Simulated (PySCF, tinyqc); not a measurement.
Worked calculation: FCI on RHF in the sto-6g basis, for H4, spin multiplicity 1. The lowest restricted solution is unstable here: a spin-polarised one lies 0.0022 hartree lower (PySCF). One step of it, computed by the program tinyqc.

Task: Iteration 3 (converged): orbitals. Diagonalise F' = X^T F X, C = X C', fill 2 alpha and 2 beta electrons from the bottom; D = 2 C_occ C_occ^T. Each column has its largest component positive (the first on a tie).

converged F (hartree):
```
,1H 1s,2H 1s,3H 1s,4H 1s
1H 1s,-0.208072,-0.422300,-0.099471,-0.081405
2H 1s,-0.422300,-0.208072,-0.081405,-0.099471
3H 1s,-0.099471,-0.081405,-0.208072,-0.422300
4H 1s,-0.081405,-0.099471,-0.422300,-0.208072
```

X:
```
,1H 1s,2H 1s,3H 1s,4H 1s
1H 1s,1.079347,-0.231236,-0.061706,-0.002243
2H 1s,-0.231236,1.079347,-0.002243,-0.061706
3H 1s,-0.061706,-0.002243,1.079347,-0.231236
4H 1s,-0.002243,-0.061706,-0.231236,1.079347
```

Give: F' = X^T F X; orbital energies; coefficients C; D after iteration 3.

Result:

F' = X^T F X (hartree):
```
,1,2,3,4
1,-0.0324,-0.4040,-0.0635,0.0010
2,-0.4040,-0.0324,0.0010,-0.0635
3,-0.0635,0.0010,-0.0324,-0.4040
4,0.0010,-0.0635,-0.4040,-0.0324
```

orbital energies (hartree): MO1 -0.4988, MO2 -0.3739, MO3 0.3071, MO4 0.4360

coefficients C:
```
,MO1,MO2,MO3,MO4
1H 1s,0.3921,0.4560,0.6256,0.6850
2H 1s,0.3921,0.4560,-0.6256,-0.6850
3H 1s,0.3921,-0.4560,0.6256,-0.6850
4H 1s,0.3921,-0.4560,-0.6256,0.6850
```

D after iteration 3:
```
,1H 1s,2H 1s,3H 1s,4H 1s
1H 1s,0.7234,0.7234,-0.1085,-0.1085
2H 1s,0.7234,0.7234,-0.1085,-0.1085
3H 1s,-0.1085,-0.1085,0.7234,0.7234
4H 1s,-0.1085,-0.1085,0.7234,0.7234
```
